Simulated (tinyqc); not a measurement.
Worked calculation: Hartree-Fock atom on a uniform radial grid, spin-unpolarised, for Li+. Computed by tinyqc, a small Python program that keeps every step. Settings: Z = 3, points = 256, R = 9.5, functional = hf2, mixing = 0.4, iteration cap = 86. Command: `OMP_NUM_THREADS=1 python tinyqc.py 24731 24732 out.jsonl` (the two numbers bound the seeds that draw the settings). One thread of a shared host (Intel(R) Xeon(R) Processor @ 2.60GHz), about 0.3 s of CPU time with the checks. Later iterations appear only in the table of the cycle.

## Iteration 1

Spherical atom on a uniform radial grid r_j = j h with h = R/(N + 1), h sum u^2 = 1 and integrals as h times sums, u(0) = u(R) = 0 (atomic units):
```
parameter           value
Z                       3
points N              256
R                9.500000
h                0.036965
mixing           0.400000
electrons in 1s         2
```

Three-point differences turn -u''/2 + [l(l+1)/2r^2 - Z/r + V] u = e u into a tridiagonal matrix (diagonal 1/h^2 + potential, off-diagonal -1/2h^2). D = sum f u^2; the Hartree potential y/r solves y'' = -D/r with y(0) = 0, y(R) = N_e; for two electrons in one orbital exchange is -V_H/2 (Hartree-Fock); E = sum f e - int D V + int D (V_H/2 + eps_xc); V(new) = V + mixing (V_H + v_xc - V).

eigenvalues (hartree): 1s -4.4862

Every 16th grid point:
```
r         V in     u(1s)         D     V_H     v_xc
0.5914  0.0000    1.0430    2.1757  3.1108  -1.5554
1.1829  0.0000    0.3551    0.2521  1.6844  -0.8422
1.7743  0.0000    0.0907    0.0164  1.1270  -0.5635
2.3658  0.0000    0.0206    0.0008  0.8454  -0.4227
2.9572  0.0000    0.0044  3.83e-05  0.6763  -0.3382
3.5486  0.0000    0.0009  1.60e-06  0.5636  -0.2818
4.1401  0.0000  1.78e-04  6.31e-08  0.4831  -0.2415
4.7315  0.0000  3.45e-05  2.39e-09  0.4227  -0.2113
5.3230  0.0000  6.61e-06  8.75e-11  0.3757  -0.1879
5.9144  0.0000  1.25e-06         0  0.3382  -0.1691
6.5058  0.0000  2.34e-07         0  0.3074  -0.1537
7.0973  0.0000  4.35e-08         0  0.2818  -0.1409
7.6887  0.0000  8.02e-09         0  0.2601  -0.1301
8.2802  0.0000  1.47e-09         0  0.2415  -0.1208
8.8716  0.0000  2.61e-10         0  0.2254  -0.1127
9.4630  0.0000         0         0  0.2113  -0.1057
```

total energy = -7.099812 hartree

## Iteration 2

As before.

eigenvalues (hartree): 1s -3.7466

Every 16th grid point:
```
r         V in     u(1s)         D     V_H     v_xc
0.5914  0.6222    1.0480    2.1965  3.0631  -1.5315
1.1829  0.3369    0.3987    0.3179  1.6812  -0.8406
1.7743  0.2254    0.1158    0.0268  1.1269  -0.5634
2.3658  0.1691    0.0301    0.0018  0.8454  -0.4227
2.9572  0.1353    0.0074  1.09e-04  0.6763  -0.3382
3.5486  0.1127    0.0017  6.03e-06  0.5636  -0.2818
4.1401  0.0966  3.98e-04  3.17e-07  0.4831  -0.2415
4.7315  0.0845  8.96e-05  1.61e-08  0.4227  -0.2113
5.3230  0.0751  1.99e-05  7.89e-10  0.3757  -0.1879
5.9144  0.0676  4.35e-06  3.78e-11  0.3382  -0.1691
6.5058  0.0615  9.44e-07         0  0.3074  -0.1537
7.0973  0.0564  2.03e-07         0  0.2818  -0.1409
7.6887  0.0520  4.34e-08         0  0.2601  -0.1301
8.2802  0.0483  9.22e-09         0  0.2415  -0.1208
8.8716  0.0451  1.88e-09         0  0.2254  -0.1127
9.4630  0.0423  7.29e-11         0  0.2113  -0.1057
```

total energy = -7.174325 hartree

## Iteration 3

As before.

eigenvalues (hartree): 1s -3.3305

Every 16th grid point:
```
r         V in     u(1s)         D     V_H     v_xc
0.5914  0.9859    1.0482    2.1973  3.0311  -1.5155
1.1829  0.5384    0.4253    0.3618  1.6786  -0.8393
1.7743  0.3606    0.1334    0.0356  1.1267  -0.5633
2.3658  0.2705    0.0376    0.0028  0.8454  -0.4227
2.9572  0.2164    0.0100  2.01e-04  0.6763  -0.3382
3.5486  0.1804    0.0026  1.32e-05  0.5636  -0.2818
4.1401  0.1546    0.0006  8.28e-07  0.4831  -0.2415
4.7315  0.1353  1.58e-04  4.99e-08  0.4227  -0.2113
5.3230  0.1202  3.82e-05  2.92e-09  0.3757  -0.1879
5.9144  0.1082  9.15e-06  1.67e-10  0.3382  -0.1691
6.5058  0.0984  2.17e-06         0  0.3074  -0.1537
7.0973  0.0902  5.11e-07         0  0.2818  -0.1409
7.6887  0.0832  1.19e-07         0  0.2601  -0.1301
8.2802  0.0773  2.77e-08         0  0.2415  -0.1208
8.8716  0.0721  6.15e-09         0  0.2254  -0.1127
9.4630  0.0676  2.49e-10         0  0.2113  -0.1057
```

total energy = -7.199943 hartree

## Convergence

Stop when input and output potentials agree to 1e-7.

Course of the cycle (hartree):
```
iteration          E    e(1s)  largest |V(out) - V(in)|
1          -7.099812  -4.4862                  2.98e+00
2          -7.174325  -3.7466                  1.66e+00
3          -7.199943  -3.3305                  9.15e-01
4          -7.208184  -3.0951                  5.04e-01
5          -7.210719  -2.9613                  2.77e-01
6          -7.211478  -2.8849                  1.52e-01
7          -7.211701  -2.8412                  8.40e-02
8          -7.211767  -2.8161                  4.64e-02
9          -7.211786  -2.8017                  2.57e-02
10         -7.211791  -2.7933                  1.43e-02
11         -7.211793  -2.7885                  8.01e-03
...              ...      ...                       ...
23         -7.211793  -2.7817                  1.32e-05
24         -7.211793  -2.7817                  7.86e-06
25         -7.211793  -2.7817                  4.68e-06
26         -7.211793  -2.7817                  2.78e-06
27         -7.211793  -2.7817                  1.66e-06
28         -7.211793  -2.7817                  9.89e-07
29         -7.211793  -2.7817                  5.90e-07
30         -7.211793  -2.7817                  3.52e-07
31         -7.211793  -2.7817                  2.10e-07
32         -7.211793  -2.7817                  1.25e-07
33         -7.211793  -2.7817                  7.48e-08
```

Converged in 33 iterations. A uniform grid resolves the cusp poorly: for a bare nucleus this grid gives 1s at -4.48625 against -Z^2/2 = -4.5 hartree. Before convergence this energy mixes input and output and is not variational, so it may rise towards its limit.
